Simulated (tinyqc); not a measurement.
# Resistance of a source-drain extension with a graded tip: two studies

y runs along the channel, the gate covers y > 0. The doping is N0 for y < y0 and N0 10^(-(y - y0)/la) beyond, uniform over the depth xj. Sheet conductance s(y) = q mu(N) max(N - Nch, 0) xj + (for y > 0) ma Cox Vo, with mu(N) = u0 + (u1 - u0)/(1 + (N/Nr)^au) and Cox = eps0 eox/tox. Current is taken as one-dimensional; depletion of the tip, spreading and the contact are left out. The metallurgical junction lies at yj, where N = Nch.

Inputs (values chosen for the exercise); mobility law close to that of electrons in silicon:
```
symbol   value        unit                                                                 meaning
eox        3.9              relative permittivity of the gate insulator (close to silicon dioxide)
tox        2.4          nm                                                     insulator thickness
N0      1.6e20       cm^-3                        active doping of the extension far from the gate
la           2   nm/decade                                                      lateral abruptness
xj          30          nm                                                  depth of the extension
Nch     3.9e17       cm^-3                                                          channel doping
Ls          19          nm                                                           spacer length
Vo        0.51           V                                                          gate overdrive
ma         190  cm^2/(V s)                                      mobility of the gate-induced layer
u1        1414  cm^2/(V s)                                                  mobility at low doping
u0        68.5  cm^2/(V s)                                                 mobility at high doping
Nr      9.2e16       cm^-3                                                        reference doping
au       0.711                                                                            exponent
Lg          45          nm                                                             gate length
```

Constants: q = 1.602176634e-19 C, eps0 = 8.8541878128e-14 F/cm where lengths are in cm. Results are converted to the units shown.

Each table varies one quantity; the others keep the values above.

## Abruptness at a fixed junction position

R_spacer = integral of dy/s from -Ls to 0, R_ov from 0 to yj, R_channel = (Lg - 2 yj)/(ma Cox Vo), R_total = 2 R_spacer + 2 R_ov + R_channel. Electrical length L_eff = ma Cox dR_total/d(1/Vo); R_series = R_total - L_eff/(ma Cox Vo). y0 is moved with la so that yj stays at 4.4261 nm.

The same in every row: yj (nm) = 4.426; R_channel (ohm um) = 259.3.

Abruptness at a fixed junction position:
```
la (nm/decade)  R_spacer (ohm um)  R_ov (ohm um)  R_total (ohm um)  L_eff (nm)  R_series (ohm um)
1                           3.296          6.248             278.4       37.04              12.68
1.9                         3.331          11.16             288.3       37.84              16.86
2.9                         4.777          15.42             299.7       38.68              22.23
3.8                         7.935          17.95             311.0       39.32              29.03
4.7                         12.51          19.75             323.8       39.84              38.00
5.7                         18.88          21.23             339.5       40.32              50.26
6.6                         25.55          22.26             354.9       40.68              63.07
7.5                         32.94          23.10             371.4       40.99              77.34
```

As la goes from 1 to 7.5 nm/decade, R_total rises from 278 to 371 ohm um, R_spacer rises from 3.30 to 32.9 ohm um and R_ov rises from 6.25 to 23.1 ohm um. R_total changes on average by 14.3 ohm um for each nm/decade. L_eff exceeds the metallurgical length by 0.893 nm in the first row and 4.84 nm in the last, since the gate also controls the lightly doped tips.

## Effect of the position under the gate where the fall begins

Same model as above.

Effect of the position under the gate where the fall begins:
```
y0 (nm)  yj (nm)  R_spacer (ohm um)  R_ov (ohm um)  R_channel (ohm um)  R_total (ohm um)  L_eff (nm)  R_series (ohm um)
-4         1.226              10.85          6.331               305.2             339.5       43.86              24.92
-2         3.226              4.101          10.84               276.5             306.4       40.30              17.29
0          5.226              3.296          11.88               247.8             278.2       36.33              17.58
2          7.226              3.296          12.22               219.1             250.1       32.33              18.24
4          9.226              3.296          12.56               190.4             222.1       28.33              18.90
6          11.23              3.296          12.90               161.7             194.1       24.34              19.56
8          13.23              3.296          13.24               133.0             166.1       20.34              20.22
```

As y0 goes from -4 to 8, R_total falls from 340 to 166 ohm um, L_eff falls from 43.9 to 20.3 nm and R_series goes from 24.9 through a minimum of 17.3 (at y0 = -2 among the rows listed) to 20.2 ohm um. More overlap also shortens the channel and adds capacitance, effects on threshold and speed that are left out.

Numbers from tinyqc (`OMP_NUM_THREADS=1 python tinyqc.py 2282281 2282282 out.jsonl`; about 0.03 s on one thread of a shared Intel Xeon 2.30GHz).
